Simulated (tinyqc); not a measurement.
From results back to parameters: Schottky barriers and band offsets from neutrality levels. Three cases, with inputs chosen for the exercise.

Problem. Two metals on one material give the electron barriers below, with phi_n = S (WM - PhiN) + (PhiN - chi), PhiN = chi + Eg - EN and S = 1/(1 + 0.1 (eps - 1)^2).

Find: S; PhiN; EN; eps.

Method. The slope of phi_n against WM is S; then PhiN = (phi_n + chi - S WM)/(1 - S), EN = chi + Eg - PhiN and eps = 1 + sqrt(10 (1/S - 1)).

Case 1.

Values chosen: Eg1 = 1.14 eV (gap of material 1, near Si); chi1 = 4.17 eV (its electron affinity); W12 = (3.91, 5.6) eV (work functions of two metals).

phi_n for the two metals (eV): 0.752093  0.887150

Solution.

S = 0.0799
PhiN = 5.01 eV
EN = 0.30 eV
eps = 11.73

Case 2.

Values chosen: Eg1 = 1.14 eV (gap of material 1, near Si); chi1 = 4.04 eV (its electron affinity); W12 = (3.91, 5.63) eV (work functions of two metals).

phi_n for the two metals (eV): 0.743950  0.881640

Solution.

S = 0.0801
PhiN = 4.86 eV
EN = 0.32 eV
eps = 11.72

Case 3.

Values chosen: Eg1 = 1.1 eV (gap of material 1, near Si); chi1 = 4.03 eV (its electron affinity); W12 = (4.25, 5.61) eV (work functions of two metals).

phi_n for the two metals (eV): 0.772702  0.879910

Solution.

S = 0.0788
PhiN = 4.85 eV
EN = 0.28 eV
eps = 11.81

Computed by tinyqc, one run a case: `OMP_NUM_THREADS=1 python tinyqc.py N N+1 out.jsonl` with N = 1850285, 1850288, 1850304; one thread of a shared Intel(R) Xeon(R) Processor @ 2.30GHz, about 0.01 s a run at most.
